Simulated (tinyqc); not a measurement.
Scattering of inversion-layer electrons by surface optical phonons of the gate insulator (remote phonon scattering): one step, computed by the program tinyqc.

One subband with the Fang-Howard envelope; insulator and channel are half-spaces, the gate is far away, and an interlayer only moves the polar surface away by t (its own modes and its permittivity contrast are left out).

Question. The electron gas. Density of states D = g_v m/(pi hbar^2); eta = E_F/(k_B T) = ln(exp(n/(D k_B T)) - 1); screening wave number q_s = e^2 D/(2 eps_0 eps_avg) x 1/(1 + exp(-eta)), eps_avg = (eps_s + eps_inf)/2; b = 3/z0.

Inputs (values chosen for the exercise, modelled on AlN on silicon): optical constant eps_inf = 4.8; constant of the channel eps_s = 11.7; in-plane mass m = 0.187 m_0; valleys g_v = 2; sheet density n = 4.8e+12 1/cm^2; mean distance of the electrons z0 = 3/b = 1.3 nm; temperature T = 250 K.

Constants: hbar^2/(2 m_0) = 3.80998212 eV angstrom^2; k_B = 8.617333262e-05 eV/K; e^2/(4 pi eps_0) = 14.39964548 eV angstrom.

Give: D; eta; q_s; b.

Answer.

D = 1.5623e+14 1/(eV cm^2)

eta = 1.1514

q_s = 1.3017 1/nm

b = 2.3077 1/nm
